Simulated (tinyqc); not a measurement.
Regular and subregular solution with a miscibility gap: one step, computed by the program tinyqc.

Per mole of mixing sites: G(x) = x (1 - x) [L0 + L1 (1 - 2x)] + R T [x ln x + (1 - x) ln(1 - x)], x the fraction of B.

Question. G, chemical potentials and activities. G' = L0 (1 - 2x) + L1 (1 - 6x + 6x^2) + R T ln[x/(1 - x)]; G'' = -2 L0 - 6 L1 (1 - 2x) + R T/[x (1 - x)]. mu_A = G - x G', mu_B = G + (1 - x) G', activity = exp(mu/(R T)).

Inputs (values chosen for the exercise, for a model alloy): asymmetry L1 = 0 kJ/mol; temperature T = 1665 K.

L0 = 44.7 kJ/mol

Constants: R = 8.314462618 J/(mol K).

Give: G, G'' and activities at x = 0.02, 0.1, 0.2, 0.35, 0.5, 0.65, 0.8, 0.9, 0.98.

Answer.

G, G'' and activities at x = 0.02, 0.1, 0.2, 0.35, 0.5, 0.65, 0.8, 0.9, 0.98:
```
x     G (kJ/mol)  G'' (kJ/mol)  activity of A  activity of B
0.02     -0.4811        616.91         0.9813         0.4444
0.10     -0.4773         64.42         0.9295         1.3673
0.20      0.2246         -2.88         0.9103         1.5795
0.35      1.2063        -28.55         0.9654         1.3694
0.50      1.5794        -34.03         1.1208         1.1208
0.65      1.2063        -28.55         1.3694         0.9654
0.80      0.2246         -2.88         1.5795         0.9103
0.90     -0.4773         64.42         1.3673         0.9295
0.98     -0.4811        616.91         0.4444         0.9813
```

G'' is negative at 5 of the nine compositions (0.2, 0.35, 0.5, 0.65, 0.8), where the solution is unstable.
